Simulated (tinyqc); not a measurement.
Undoped gate-all-around wire MOSFET, analytic charge model: transfer curve and volume inversion.

An undoped round wire of radius R under an insulator shell and a surrounding gate; long channel, electrons only, n = ni exp((psi - V)/Vt) with V the quasi-Fermi potential (0 at the source, Vd at the drain), constant mobility, no quantisation. The radial Poisson equation gives n(r) = n(0)/(1 - (1 - b) r^2/R^2)^2 with b = Q0/(Q + Q0). Q is the electron charge per area of the wire surface.

ni = sqrt(Nc Nv) exp(-Eg/(2 Vt)), Eg in volts; Cox = eps0 eox/(R ln(1 + tox/R)); Q0 = 4 eps0 eps_r Vt/R; V0 = dphi + Vt ln[8 eps0 eps_r Vt/(q ni R^2)]. Q solves Vg - V0 - V = Q/Cox + Vt ln(Q/Q0) + Vt ln(1 + Q/Q0). I = mu (2 pi R/L)[2 Vt (Qs - Qd) + (Qs^2 - Qd^2)/(2 Cox) + Vt Q0 ln((Qd + Q0)/(Qs + Q0))], with Qs at V = 0 and Qd at V = Vd. The drop is psi(surface) - psi(centre) at the source end; C = dQs/dVg, Cg = Cox, drop = 2 Vt ln(1 + Qs/Q0); gm = dI/dVg.

Inputs (values chosen for the exercise); material values those of a made-up semiconductor: temperature T = 300 K; band gap Eg = 0.924 eV; relative permittivity of the semiconductor eps_r = 10.7; conduction-band density of states at T Nc = 3e19 cm^-3; valence-band density of states at T Nv = 3.34e19 cm^-3; relative permittivity of the gate insulator eox = 3.88; insulator thickness tox = 1.2 nm; wire radius R = 20 nm; gate work function less that of the intrinsic body dphi = 0.1 V; channel mobility mu = 740 cm^2/(V s); gate length L = 1 um; drain voltage Vd = 0.3 V.

Constants: q = 1.602176634e-19 C, kB = 1.380649e-23 J/K, Vt = kB T/q, eps0 = 8.8541878128e-14 F/cm where lengths are in cm. Results are converted to the units shown.

Result of one run:

| Vg (V) | Qs (nC/cm^2) | drop (mV) | C/Cg | I (uA) | gm/I (1/V) |
|---|---|---|---|---|---|
| 0.25 | 0.02906 | 0.03067 | 3.810e-4 | 6.990e-5 | 38.66 |

What becomes of these results when the gate voltage Vg is changed from 0.25 to 0.36 V, all else the same?

Result of the changed run:

| Vg (V) | Qs (nC/cm^2) | drop (mV) | C/Cg | I (uA) | gm/I (1/V) |
|---|---|---|---|---|---|
| 0.36 | 1.923 | 1.991 | 0.02374 | 0.004770 | 37.49 |

The whole series:

| Vg (V) | Qs (nC/cm^2) | drop (mV) | C/Cg | I (uA) | gm/I (1/V) |
|---|---|---|---|---|---|
| 0.14 | 4.129e-4 | 4.358e-4 | 5.418e-6 | 9.926e-7 | 38.68 |
| 0.25 | 0.02906 | 0.03067 | 3.810e-4 | 6.990e-5 | 38.66 |
| 0.36 | 1.923 | 1.991 | 0.02374 | 0.004770 | 37.49 |
| 0.48 | 52.06 | 37.44 | 0.3107 | 0.2078 | 23.30 |
| 0.59 | 203.0 | 84.68 | 0.5960 | 1.433 | 13.17 |
| 0.7 | 423.4 | 117.2 | 0.7455 | 4.575 | 8.451 |
| 0.82 | 703.0 | 141.2 | 0.8266 | 10.37 | 5.441 |
| 0.93 | 978.3 | 157.3 | 0.8680 | 17.12 | 3.808 |
| 1.04 | 1264 | 170.0 | 0.8942 | 24.57 | 2.843 |

The current rises from 9.93e-7 to 24.6 uA. In the first row gm/I is 38.7 1/V, within 0.01 % of 1/Vt: with no depletion charge the whole body follows the gate, and the swing is ideal. The drop between surface and centre goes from 4.4e-4 to 170 mV and passes Vt at Vg = 0.48 V among the rows; below that the density varies across the body by less than a factor of e (volume inversion). C reaches 0.89 of Cg in the last row. For Vg = 0.7 to 1.04 V the surface density at the source passes 0.3 Nc, where Boltzmann statistics fail.

tinyqc, about 0.02 s, one thread, Intel Xeon 2.30GHz (shared host): `OMP_NUM_THREADS=1 python tinyqc.py 2460069 2460070 out.jsonl`
